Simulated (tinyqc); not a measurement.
Exchange-split free-electron bands and tunnelling magnetoresistance: one step. The two Fermi spheres. Three cases, with inputs chosen for the exercise.

Problem. Give k_s, n_s, D_s, the moment per electron (n_up - n_dn)/n and three polarisations: of D, of D v and of D v^2 (v proportional to k).

Majority and minority bands E = c k^2/m -/+ Dx/2, c = hbar^2/2m0, so k_up = sqrt(m (EF + Dx/2)/c), k_dn = sqrt(m (EF - Dx/2)/c); n_s = k_s^3/(6 pi^2), D_s = m k_s/(4 pi^2 c).

Constants: hbar^2/2m0 = 3.80998211 eV angstrom^2.

Give: k_up, k_dn; n_up, n_dn; D_up, D_dn; moment per electron; polarisations.

Case 1.

Values chosen: EF = 2.45 eV (Fermi energy above the mean band bottom); Dx = 4.08 eV (exchange splitting); m = 0.88 m0 (mass in the electrodes).

Solution.

k_up, k_dn (1/angstrom): 1.0184  0.3077

n_up, n_dn (1/angstrom^3): 0.01783  0.00049

D_up, D_dn (1/(eV angstrom^3)): 0.00596  0.00180

moment per electron = 0.9463 muB

polarisations: D 0.5359, D v 0.8327, D v^2 0.9463

Case 2.

Values chosen: EF = 3.22 eV (Fermi energy above the mean band bottom); Dx = 3.34 eV (exchange splitting); m = 1.1 m0 (mass in the electrodes).

Solution.

k_up, k_dn (1/angstrom): 1.1882  0.6690

n_up, n_dn (1/angstrom^3): 0.02833  0.00506

D_up, D_dn (1/(eV angstrom^3)): 0.00869  0.00489

moment per electron = 0.6971 muB

polarisations: D 0.2796, D v 0.5186, D v^2 0.6971

Case 3.

Values chosen: EF = 2.1 eV (Fermi energy above the mean band bottom); Dx = 2.15 eV (exchange splitting); m = 1.13 m0 (mass in the electrodes).

Solution.

k_up, k_dn (1/angstrom): 0.9704  0.5514

n_up, n_dn (1/angstrom^3): 0.01543  0.00283

D_up, D_dn (1/(eV angstrom^3)): 0.00729  0.00414

moment per electron = 0.6900 muB

polarisations: D 0.2754, D v 0.5119, D v^2 0.6900

The three numbers differ although they describe one band structure: each probe (density of states, ballistic current, diffusive current) weights the velocity differently.

Computed by tinyqc, one run a case: `OMP_NUM_THREADS=1 python tinyqc.py N N+1 out.jsonl` with N = 1651256, 1651496, 1651563; one thread of a shared Intel(R) Xeon(R) Processor @ 2.30GHz, about 0.01 s a run at most.
